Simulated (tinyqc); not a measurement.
Worked calculation: carrier statistics of a doped semiconductor with parabolic bands. Values are carried at full precision from step to step, so a last printed digit may differ when a step is redone from the rounded ones.

Constants: kB = 8.617333262e-05 eV/K; hbar^2/2m0 = 3.80998211 eV angstrom^2.

Values chosen for the exercise (near those of GaP; shifted at random, so the results belong to these values and not to a real crystal): Eg0 = 2.31 eV (gap at 0 K); al = 0.00056 eV/K (Varshni alpha); be = 373 K (Varshni beta); T = 77 K; ml = 2.02 m0 (longitudinal electron mass); mt = 0.256 m0 (transverse electron mass); Mv = 3 (equivalent valleys); mhh = 0.806 m0 (heavy-hole mass); mlh = 0.138 m0 (light-hole mass); ND = 1.1e+12 1/cm^3 (donors); NA = 3.4e+14 1/cm^3 (acceptors); ED = 0.0874 eV (donor level below Ec); EA = 0.055 eV (acceptor level above Ev).

## Gap and thermal energy

Eg(T) = Eg0 - al T^2/(T + be) (Varshni).

Eg = 2.302622 eV
kT = 0.0066353 eV

The gap has shrunk by 7.4 meV from 0 K and is 347.0 kT wide.

## Effective densities of states

m_de = Mv^(2/3) (ml mt^2)^(1/3); m_dh = (mhh^(3/2) + mlh^(3/2))^(2/3); N = 2 (m kB T/(4 pi c))^(3/2) with c = hbar^2/2m0, in 1/angstrom^3; times 1e24 for 1/cm^3.

m_de = 1.0601 m0
m_dh = 0.8436 m0
Nc = 3.56175e+18 1/cm^3
Nv = 2.52846e+18 1/cm^3

The light holes supply 6.6 % of Nv, and Nc/Nv = 1.41.

## Intrinsic density and level

With Boltzmann statistics ni = sqrt(Nc Nv) exp(-Eg/2kT) and Ei = Eg/2 + (kT/2) ln(Nv/Nc), counted from Ev.

ni = 1.32e-57 1/cm^3
Ei = 1.1502 eV

Ei lies 1.1 meV below midgap, towards the band with the smaller density of states.

## Neutrality by bisection

Energies are counted from Ev, so Ec = Eg. n = Nc F_1/2((EF - Eg)/kT), p = Nv F_1/2(-EF/kT), ND+ = ND/(1 + 2 exp((EF - Eg + ED)/kT)), NA- = NA/(1 + 4 exp((EA - EF)/kT)); neutrality asks p + ND+ = n + NA-. F_j(eta) = (1/Gamma(j + 1)) integral_0^infinity x^j dx/(1 + exp(x - eta)), which tends to exp(eta) for eta << 0.

Start from the bracket [-0.2 eV, Eg + 0.2 eV]; at the midpoint EF take the sign of p + ND+ - n - NA-; where it is positive EF must rise. Fourteen steps are shown.

Bisection (eV, 1/cm^3):
```
step       low     high        EF          n         p       ND+       NA-  sign
1     -0.20000  2.50262   1.15131   1.57e-57  1.12e-57  1.10e+12  3.40e+14     -
2     -0.20000  1.15131   0.47566  9.41e-102  1.86e-13  1.10e+12  3.40e+14     -
3     -0.20000  0.47566   0.13783  7.28e-124  2.41e+09  1.10e+12  3.40e+14     -
4     -0.20000  0.13783  -0.03109  6.41e-135  2.04e+19  1.10e+12  1.97e+08     +
5     -0.03109  0.13783   0.05337  2.16e-129  8.12e+14  1.10e+12  5.56e+13     +
6      0.05337  0.13783   0.09560  1.25e-126  1.40e+12  1.10e+12  3.37e+14     -
7      0.05337  0.09560   0.07449  5.20e-128  3.37e+13  1.10e+12  2.80e+14     -
8      0.05337  0.07449   0.06393  1.06e-128  1.65e+14  1.10e+12  1.67e+14     +
9      0.06393  0.07449   0.06921  2.35e-128  7.47e+13  1.10e+12  2.31e+14     -
10     0.06393  0.06921   0.06657  1.58e-128  1.11e+14  1.10e+12  2.00e+14     -
11     0.06393  0.06657   0.06525  1.29e-128  1.36e+14  1.10e+12  1.83e+14     -
12     0.06393  0.06525   0.06459  1.17e-128  1.50e+14  1.10e+12  1.75e+14     -
13     0.06393  0.06459   0.06426  1.11e-128  1.57e+14  1.10e+12  1.71e+14     -
14     0.06393  0.06426   0.06409  1.09e-128  1.61e+14  1.10e+12  1.69e+14     -
```

Each step halves the bracket, which is 0.330 meV wide at the last row.

## The neutral state

Solve the neutrality condition for EF to convergence.

EF = 0.0639 eV
n = 1.06e-128 1/cm^3
p = 1.65e+14 1/cm^3
ND+ = 1.10e+12 1/cm^3
NA- = 1.67e+14 1/cm^3

The material is p-type; 49.0 % of the acceptors are ionised. EF lies 9.63 kT inside the gap from the valence edge, so Boltzmann statistics would serve; n p/(Nc Nv exp(-Eg/kT)) = 1.000.

## Checks

- F_1/2(1) by the trapezoid rule against adaptive quadrature: both 1.575641.
- Positive against negative charge at the solution (1/cm^3): both 1.66538e+14.

tinyqc: `OMP_NUM_THREADS=1 python tinyqc.py 1651365 1651366 out.jsonl`; about 0.01 s, one thread, shared Intel(R) Xeon(R) Processor @ 2.30GHz.
